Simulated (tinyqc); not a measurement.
Ion implantation: universal nuclear stopping, Lindhard-Scharff electronic stopping and a Gaussian range profile. Changing the dose Q. Computed by tinyqc, a small Python program. Command: `OMP_NUM_THREADS=1 python tinyqc.py 3022089 3022090 out.jsonl implant sweep`. One thread of a shared host (Intel(R) Xeon(R) Processor @ 2.30GHz), about 0.2 s of CPU time with the checks.

An ion slows by elastic collisions with screened nuclei and by friction with electrons; channelling is ignored and the target is uniform.

Inputs (values chosen for the exercise, modelled on arsenic ions in silicon):
```
quantity                                 value    unit
ion atomic number Z1                        33       -
ion mass M1                                 75       u
target atomic number Z2                     14       -
target mass M2                           28.09       u
target density N                         49.94  1/nm^3
ion energy E                               110     keV
scale factor of electronic stopping k      1.2       -
background C_B                         3.8e+16  1/cm^3
displacement energy E_d                     15      eV
```

Method:
- Reduced energy eps = 32.53 M2 E/(Z1 Z2 (M1 + M2)(Z1^0.23 + Z2^0.23)), E in keV; s_n = ln(1 + 1.1383 eps)/(2 (eps + 0.01321 eps^0.21226 + 0.19593 eps^0.5)) for eps up to 30 and ln(eps)/(2 eps) above; S_n = 8.462 Z1 Z2 M1 s_n/((M1 + M2)(Z1^0.23 + Z2^0.23)) in 1e-15 eV cm^2.
- S_e = k 3.83 Z1^(7/6) Z2/(Z1^(2/3) + Z2^(2/3))^(3/2) sqrt(E/M1) in 1e-15 eV cm^2, E in keV.
- Path length R = int_0^E dE'/(N (S_n + S_e)); energy lost to nuclei nu = int_0^E S_n/(S_n + S_e) dE' (both with E' = E y^3 and 64 Gauss-Legendre points in y).
- Estimates of Lindhard type: R_p = R/(1 + M2/(3 M1)), straggle dR_p = (2/3) R_p sqrt(M1 M2)/(M1 + M2).
- C(x) = C_p exp(-(x - R_p)^2/(2 dR_p^2)) with C_p = Q/(sqrt(2 pi) dR_p), 1 nm = 1e-7 cm; the profile falls to the background at x_j = R_p + dR_p sqrt(2 ln(C_p/C_B)); the peak atomic fraction is C_p/N.
- Kinchin-Pease count with efficiency 0.8: N_d = 0.8 nu/(2 E_d), taking all of nu as damage energy (an upper estimate, as recoils also lose energy to electrons). Spread over a depth R_p + dR_p, displacements per atom = Q N_d/(N (R_p + dR_p)).

One run for each value:
```
dose Q (1/cm^2)  depth x_j where C falls to C_B (nm)  peak concentration C_p (1/cm^3)  displacements per atom
1.00e+12                                      116.14                       1.7586e+17              4.9453e-03
3.70e+12                                      130.50                       6.5067e+17              1.8298e-02
1.40e+13                                      141.95                       2.4620e+18              6.9234e-02
5.20e+13                                      151.55                       9.1446e+18              2.5716e-01
1.90e+14                                      159.96                       3.3413e+19              9.3961e-01
7.20e+14                                      167.80                       1.2662e+20              3.5606e+00
2.70e+15                                      174.96                       4.7482e+20              1.3352e+01
1.00e+16                                      181.58                       1.7586e+21              4.9453e+01
```

Describe and explain the trends.

Over the rows, depth x_j where C falls to C_B (nm) rises from 116 to 182 (exponent d ln y / d ln x 0.089 between the first rows and 0.028 between the last); peak concentration C_p (1/cm^3) rises from 1.76e17 to 1.76e21 (exponent d ln y / d ln x about 1.0 throughout); displacements per atom rises from 0.00495 to 49.5 (exponent d ln y / d ln x about 1.0 throughout). The exponent of peak concentration C_p stays at 1: the profile scales with dose. The exponent of displacements per atom stays at 1: cascades are counted independently. The dose enters x_j only through the root of a logarithm.

Caution (rows 5.20e13, 1.90e14, 7.20e14, 2.70e15, 1.00e16): above a few tenths of a displacement per atom cascades overlap, so the count overstates new damage; heavy ions turn silicon and germanium amorphous at such levels, while light ions such as boron and metal targets anneal much of the damage.

Extremes, crossings and ranges named in words are read from the listed rows.
